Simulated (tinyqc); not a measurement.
Size effects in the resistivity of thin metal films and interconnect lines: one step, computed by the program tinyqc. Command: `OMP_NUM_THREADS=1 python tinyqc.py 3009883 3009884 out.jsonl size walk`. One thread of a shared host (Intel(R) Xeon(R) Processor @ 2.30GHz), about 0.01 s of CPU time with the checks.

Electrons lose their drift at surfaces (a share 1 - p of the hits) and at grain boundaries (reflection R), besides bulk scattering.

Task: Grain boundaries. Mayadas-Shatzkes: alpha = (lambda/D) R/(1 - R); rho_b/rho = 1 - 3 alpha/2 + 3 alpha^2 - 3 alpha^3 ln(1 + 1/alpha).

Inputs (values chosen for the exercise, modelled on ruthenium): bulk mean free path lambda = 6.46 nm; grain-boundary reflection R = 0.38.

Geometry: film.

grain size D = 43.24 nm

Give: alpha; rho/rho_b from grains.

Result:

alpha = 0.091567

rho/rho_b from grains = 1.1337

The linear estimate 1 + 3 alpha/2 gives 1.137, within 2 %.
